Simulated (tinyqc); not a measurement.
Threshold-voltage variability of a planar MOSFET, analytic estimates: one step of the calculation.

Three independent sources add in quadrature: random dopants in the depleted layer, metal-gate grains of two orientations, and roughness of the two gate edges acting through the roll-off VT = VT(long) - Vr exp(-L/l). These are first-order estimates: no three-dimensional electrostatics, no percolation.

Task. Total spread, mismatch and leakage. s = sqrt(s1^2 + s2^2 + s3^2). For a pair: s(dVT) = sqrt(2) s; current mismatch sqrt(2) sqrt((gI s)^2 + sb^2); input offset = current mismatch/gI. For a Gaussian VT the off current is log-normal with mean/median = exp(s^2/(2 (n Vt)^2)).

Parameters, values chosen for the exercise; material values close to those of germanium: temperature T = 273 K; subthreshold factor n = 1.27; gm/I of a matched pair gI = 5 1/V; spread of the gain factor of one device sb = 2 %.

Constants: q = 1.602176634e-19 C, kB = 1.380649e-23 J/K, Vt = kB T/q. Results are converted to the units shown.

s1 = 17.326482 mV
s2 = 17.974341 mV
s3 = 0.82217884 mV

Wanted: s; s(dVT); current mismatch; input offset; mean/median of Ioff.

Result.

s = 24.979 mV
s(dVT) = 35.326 mV
current mismatch = 17.888 %
input offset = 35.776 mV
mean/median of Ioff = 1.4184

tinyqc, about 0.01 s, one thread, Intel Xeon 2.30GHz (shared host): `OMP_NUM_THREADS=1 python tinyqc.py 2090154 2090155 out.jsonl`
